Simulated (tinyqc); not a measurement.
# Two-junction solar cell, detailed-balance limit: effects of single changes

The top cell takes all photons above E1, the bottom cell those between E2 and E1. Each cell follows J = Jsc - J0 (exp(V/Vt) - 1) with J0 = q ge Phi(gap, T)/ERE; light emitted by one cell and absorbed by the other is left out. In series both carry one current; wired apart (four terminals) each works at its own maximum power point. Efficiencies are counted against Pin = fs X sigma Ts^4.

Parameters, values chosen for the exercise:
- T = 300 K (cell temperature)
- Ts = 4500 K (temperature of the black-body sun)
- fs = 2.16e-5 (share of the hemisphere filled by the sun)
- X = 100 (concentration)
- ERE = 0.001 (external radiative efficiency)
- ge = 2 (number of faces that emit)
- E2 = 0.82 eV (gap of the bottom cell)
- E1 = 1.12 eV (gap of the top cell)

Constants: q = 1.602176634e-19 C, kB = 1.380649e-23 J/K, h = 6.62607015e-34 J s, c = 299792458 m/s, Vt = kB T/q. Results are converted to the units shown.

Each table varies one quantity; the others keep the values above.

## Effect of the external radiative efficiency

Photon flux above E from a black body at temperature T into a hemisphere: Phi(E, T) = A sum_k exp(-k E/th)[E^2 th/k + 2 E th^2/k^2 + 2 th^3/k^3], k = 1, 2, ..., with th = kB T/q in eV and A = 2 pi q^3/(h^3 c^2). J1 = q fs X Phi(E1, Ts), J2 = q fs X [Phi(E2, Ts) - Phi(E1, Ts)], J01 and J02 as above; sigma = 2 pi^5 kB^4/(15 h^3 c^2). In series V(J) = Vt [ln((J1 - J)/J01 + 1) + ln((J2 - J)/J02 + 1)], and J V(J) is largest where V = J Vt [1/(J1 - J + J01) + 1/(J2 - J + J02)]. Apart, each cell has (1 + v) exp(v) = 1 + Jsc/J0 at its maximum power point, v = Vmp/Vt.

The same in every row: J1 (mA/cm^2) = 1827; J2 (mA/cm^2) = 859.0.

Effect of the external radiative efficiency:
```
ERE	series efficiency (%)	four-terminal efficiency (%)
1e-5	15.01	24.60
0.0001	16.99	27.62
0.001	18.98	30.65
0.01	20.97	33.70
0.1	22.97	36.77
1	24.97	39.84
```

Read the table: what changes, and by how much?

As ERE goes from 1e-5 to 1, the series efficiency rises from 15.0 to 25.0 %, and the four-terminal one rises from 24.6 to 39.8 %. Among the rows the two lie closest, 9.6 points apart, at ERE = 1e-5, where J1/J2 = 2.13; the spread over the rows is 9.96 points in series and 15.2 apart. For ERE = 0.1 to 1 the top cell has surplus current and is radiative, so luminescent coupling, left out here, would help the series cell.

## Effect of the gap of the bottom cell

Same model as above.

The same in every row: J1 (mA/cm^2) = 1827.

Results:
```
E2 (eV)	J2 (mA/cm^2)	series efficiency (%)	four-terminal efficiency (%)
0.5	1909	28.87	29.03
0.56	1712	28.92	30.06
0.68	1313	25.57	31.14
0.74	1116	23.02	31.16
0.8	922.4	20.05	30.84
0.86	734.1	16.74	30.18
0.92	552.0	13.16	29.21
```

Estimate the missing row, E2 = 0.62 eV.

Computed row:
```
E2 (eV)	J2 (mA/cm^2)	series efficiency (%)	four-terminal efficiency (%)
0.62	1513	27.62	30.78
```

With this row back in the table: As E2 goes from 0.5 to 0.92 eV, the series efficiency goes from 28.87 through a maximum of 28.92 (at E2 = 0.56 eV among the rows listed) to 13.16 %, and the four-terminal one goes from 29.0 through a maximum of 31.2 (at E2 = 0.74 eV among the rows listed) to 29.2 %. Among the rows the two lie closest, 0.16 points apart, at E2 = 0.5 eV, where J1/J2 = 0.957; the spread over the rows is 15.8 points in series and 2.13 apart. Current matching makes the series cell the more sensitive one.

## Effect of the temperature of the black-body sun

Same model as above.

Results:
```
Ts (K)	J1 (mA/cm^2)	J2 (mA/cm^2)	series efficiency (%)	four-terminal efficiency (%)
4000	1051	614.6	21.20	29.07
4500	1827	859.0	18.98	30.65
5000	2915	1131	16.72	31.45
5500	4364	1425	14.63	31.70
6500	8525	2066	11.15	31.21
7000	1.133e4	2406	9.750	30.67
7500	1.466e4	2757	8.554	30.03
```

Estimate the missing row, Ts = 6000 K.

Computed row:
```
Ts (K)	J1 (mA/cm^2)	J2 (mA/cm^2)	series efficiency (%)	four-terminal efficiency (%)
6000	6219	1738	12.77	31.58
```

With this row back in the table: As Ts goes from 4000 to 7500 K, the series efficiency falls from 21.2 to 8.55 %, and the four-terminal one goes from 29.1 through a maximum of 31.7 (at Ts = 5500 K among the rows listed) to 30.0 %. Among the rows the two lie closest, 7.9 points apart, at Ts = 4000 K, where J1/J2 = 1.71; the spread over the rows is 12.6 points in series and 2.64 apart. Current matching makes the series cell the more sensitive one.

Numbers from tinyqc (`OMP_NUM_THREADS=1 python tinyqc.py 2820102 2820103 out.jsonl`; about 0.01 s on one thread of a shared Intel Xeon 2.30GHz).
